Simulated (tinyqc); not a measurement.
## Transfer-length model of a contact: effect of the contact resistivity

A metal contact of length d and width W on a thin layer of the same width. The metal has no resistance, the sheet resistance under it equals Rsh, and current enters the layer at the front edge x = 0.

Transfer length Lt = sqrt(rc/Rsh); front resistance Rc = (Rsh Lt/W) coth(d/Lt); end resistance Re = (Rsh Lt/W)/sinh(d/Lt).

Values chosen for this exercise:
```
symbol  value    unit                                      meaning
Rsh        24  ohm/sq  sheet resistance of the semiconductor layer
d         3.7      um                               contact length
W          70      um                                contact width
```

Result of one run:

| Lt (um) | d/Lt | Rc W (ohm um) |
|---|---|---|
| 0.14577 | 25.382 | 3.4986 |

Which specific contact resistivity rc gave this result: 5.1e-9, 2.8e-8, 2e-6 or 1.1e-5 ohm cm^2?

rc = 5.1e-9 ohm cm^2.

The whole series:

| rc (ohm cm^2) | Lt (um) | d/Lt | Rc W (ohm um) |
|---|---|---|---|
| 5.1e-9 | 0.14577 | 25.382 | 3.4986 |
| 1.2e-8 | 0.22361 | 16.547 | 5.3666 |
| 2.8e-8 | 0.34157 | 10.832 | 8.1976 |
| 6.6e-8 | 0.52440 | 7.0556 | 12.586 |
| 1.6e-7 | 0.81650 | 4.5316 | 19.600 |
| 3.7e-7 | 1.2416 | 2.9799 | 29.954 |
| 8.7e-7 | 1.9039 | 1.9433 | 47.609 |
| 2e-6 | 2.8868 | 1.2817 | 80.848 |
| 4.8e-6 | 4.4721 | 0.82735 | 158.06 |
| 1.1e-5 | 6.7700 | 0.54653 | 326.32 |

Rc W rises from 3.50 to 326 ohm um, as rc^(0.50) between the first two rows (d/Lt = 25) and rc^(0.87) between the last two (d/Lt = 0.55); a long contact gives the power 1/2 and a short one 1.

Computed by the program tinyqc: `OMP_NUM_THREADS=1 python tinyqc.py 2760138 2760139 out.jsonl`, one thread of a shared Intel Xeon 2.30GHz, about 0.01 s for the whole run.
